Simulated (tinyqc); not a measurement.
Inside a calculation. Method: harmonic frequencies on the UHF/sto-6g surface (energies and gradients from PySCF), for BeH, spin multiplicity 2. Computed by tinyqc, a small Python program that keeps every step (integrals from PySCF). Settings: charge = 0, multiplicity = 2, basis = sto-6g, delta = 0.002. Command: `OMP_NUM_THREADS=1 python tinyqc.py 28000 28001 out.jsonl` (the two numbers bound the seeds that draw the settings). One thread of a shared host (Intel(R) Xeon(R) Processor @ 2.60GHz), about 2 s of CPU time with the checks.

## One row of the Hessian: 1Bez

optimised positions (bohr):
```
          x       y       z
1Be  0.0000  0.0000  0.1221
2H   0.0000  0.0000  2.5688
```

gradient at +delta (hartree/bohr):
```
            x         y          z
1Be  0.000000  0.000000   0.000440
2H   0.000000  0.000000  -0.000440
```

gradient at -delta (hartree/bohr):
```
            x         y          z
1Be  0.000000  0.000000  -0.000470
2H   0.000000  0.000000   0.000470
```

Displace 1Bez by +/-0.002 bohr; H(k, :) = (g(+) - g(-)) / (2 delta).

row of the Hessian (hartree/bohr^2): 1Bex 0.000000, 1Bey 0.000000, 1Bez 0.227434, 2Hx 0.000000, 2Hy 0.000000, 2Hz -0.227434

## Hessian by finite differences

All rows are made in the same way, and the matrix is symmetrised.

Hessian (symmetrised) (hartree/bohr^2), lower triangle:
```
           1Bex       1Bey       1Bez       2Hx       2Hy       2Hz
1Bex   0.000007
1Bey   0.000000   0.000007
1Bez   0.000000   0.000000   0.227434
2Hx   -0.000007   0.000000   0.000000  0.000007
2Hy    0.000000  -0.000007   0.000000  0.000000  0.000007
2Hz    0.000000   0.000000  -0.227434  0.000000  0.000000  0.227434
```

## Normal modes

masses (u): 1Be 9.0122, 2H 1.0078

Diagonalise H_ij / sqrt(m_i m_j); the 5 smallest eigenvalues belong to translations and rotations; wavenumber = sqrt(eigenvalue / 1822.888) x 219474.63; each mode has its largest component positive (the first on a tie); zero-point energy = sum of wavenumbers / 2, with 349.755 1/cm per kcal/mol.

eigenvalues of the mass-weighted Hessian (hartree/(bohr^2 u)): 0.0000  0.0000  0.0000  0.0000  0.0000  0.2509

harmonic wavenumbers of the vibrations (1/cm): 2574.9

mass-weighted modes:
```
       mode 1
1Bex   0.0000
1Bey   0.0000
1Bez  -0.3171
2Hx    0.0000
2Hy    0.0000
2Hz    0.9484
```

zero-point energy = 3.6810 kcal/mol
